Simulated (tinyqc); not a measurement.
On-chip interconnect, size-dependent resistivity and RC delay: two steps of the calculation.

A rectangular line between two neighbours and two ground planes. Surface and grain-boundary scattering are added to the bulk resistivity as corrections; capacitances are parallel-plate values without fringing; inductance is ignored.

Values chosen for this exercise; metal values close to those of copper:
- Lw = 270 um (line length)
- Rd = 3400 ohm (driver resistance)
- Cl = 0.21 fF (load capacitance)
- dt = 170 ps (time step)

Task 1. Ladder and Elmore delays. 7 equal pi sections: series Rs = r Lw/7; node capacitances c Lw/7, halved at nodes 0 and 7, with Cl added to node 7; Rd feeds node 0. Elmore delay of node k: the sum, over the resistors on the path to k, of resistance times all capacitance downstream of it.

r = 126.90648 ohm/um
c = 0.094866298 fF/um

Give: Rs; C; Elmore delay.

Result 1.

Rs = 4895 ohm
C, node 0 to 7 (fF): [1.830, 3.659, 3.659, 3.659, 3.659, 3.659, 3.659, 2.040]
Elmore delay, node 0 to 7 (ps): [87.80, 205.3, 304.8, 386.4, 450.1, 495.9, 523.8, 533.8]

The far-end value equals Rd (c Lw + Cl) + r Lw (c Lw/2 + Cl) for any number of pi sections; the line resistance contributes 83.6 % of it.

Task 2. Node voltages after a time step. A 1 V step is applied behind Rd at t = 0. C dv/dt = -G v + b, with G the conductance matrix of the ladder (1/Rs between neighbours, 1/Rd added at node 0) and b = (1 V/Rd, 0, ...). Backward Euler step: (C/dt + G) v(new) = (C/dt) v + b.

Rs = 4894.9642 ohm
C, node 0 to 7 (fF): [1.8295643, 3.6591286, 3.6591286, 3.6591286, 3.6591286, 3.6591286, 3.6591286, 2.0395643]
v at t = 0, node 0 to 7 (V): [0, 0, 0, 0, 0, 0, 0, 0]

Give: v at t = 1 dt.

Result 2.

v at t = 1 dt, node 0 to 7 (V): [0.8172, 0.5971, 0.4399, 0.3290, 0.2528, 0.2032, 0.1751, 0.1654]

Range of the model: The metal width is under the mean free path, where the thick-limit surface term and the simple sum of corrections lose accuracy.

tinyqc, about 0.01 s, one thread, Intel Xeon 2.30GHz (shared host): `OMP_NUM_THREADS=1 python tinyqc.py 2100098 2100099 out.jsonl`
